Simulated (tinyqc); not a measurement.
How many bands a k.p model needs: band 5 from Gamma to X: k.p theory built from an empirical-pseudopotential calculation at Gamma.

Empirical pseudopotential on the fcc lattice, atoms at +/- tau, tau = a (1,1,1)/8, no spin-orbit coupling. H(G,G') = c (2 pi/a)^2 |k + G|^2 delta + VS(q) cos(q.tau) + i VA(q) sin(q.tau), q = G - G', c = hbar^2/2m0; k and G in units of 2 pi/a; VS at |q|^2 = 3, 8, 11 and VA at 3, 4, 11, in rydberg, zero elsewhere. The basis is fixed: all 65 G with |G|^2 up to Gcut. Energies are counted from the fourth level at Gamma.

k.p in the lowest n states at Gamma: H_nm = (E_n + c k^2) delta + 2 c k.<n|G|m>, k in 1/angstrom; with all states of the basis it is exact.

Constants: hbar^2/2m0 = 3.80998211 eV angstrom^2; Ry = 13.60569312 eV.

Values chosen for the exercise (near those of InAs; shifted at random, so the results belong to these values and not to a real crystal):
- a = 6.046 angstrom (lattice constant)
- VS = (-0.22, -0, 0.05) Ry (symmetric form factors)
- VA = (0.081, 0.051, 0.031) Ry (antisymmetric form factors)
- Gcut = 16 (2 pi/a)^2 (largest |G|^2 of the fixed basis)

Band 5 (counted from below) at k = f (1, 0, 0) 2 pi/a; n ends on whole multiplets.

Energies (eV):

| f | n = 8 | n = 15 | n = 27 | n = 65 (exact) |
|---|---|---|---|---|
| 0.000 | 0.441 | 0.441 | 0.441 | 0.441 |
| 0.125 | 1.286 | 1.240 | 1.238 | 1.238 |
| 0.250 | 2.461 | 2.217 | 2.210 | 2.208 |
| 0.375 | 3.786 | 2.961 | 2.948 | 2.943 |
| 0.500 | 5.250 | 2.820 | 2.785 | 2.777 |
| 0.750 | 7.060 | 2.347 | 2.249 | 2.230 |
| 0.875 | 7.968 | 2.291 | 2.141 | 2.113 |
| 1.000 | 9.015 | 2.332 | 2.128 | 2.082 |

Give the missing row, f = 0.625.

Computed row:
```
f      n = 8  n = 15  n = 27  n = 65 (exact)
0.625  6.289   2.531   2.469           2.456
```

With n = 8 the band stays within 0.05 eV of the exact one up to f = 0.125 (error at X: +6.933 eV). With n = 15 the band stays within 0.05 eV of the exact one up to f = 0.500 (error at X: +0.249 eV). With n = 27 the band stays within 0.05 eV of the exact one over the whole line (error at X: +0.046 eV). A smaller basis can only raise a level. The exact band has its minimum on these points at f = 0.000; n = 8 puts it at f = 0.000.

Program tinyqc; command `OMP_NUM_THREADS=1 python tinyqc.py 1081466 1081467 out.jsonl`; about 0.3 s on one thread of a shared Intel(R) Xeon(R) Processor @ 2.30GHz.
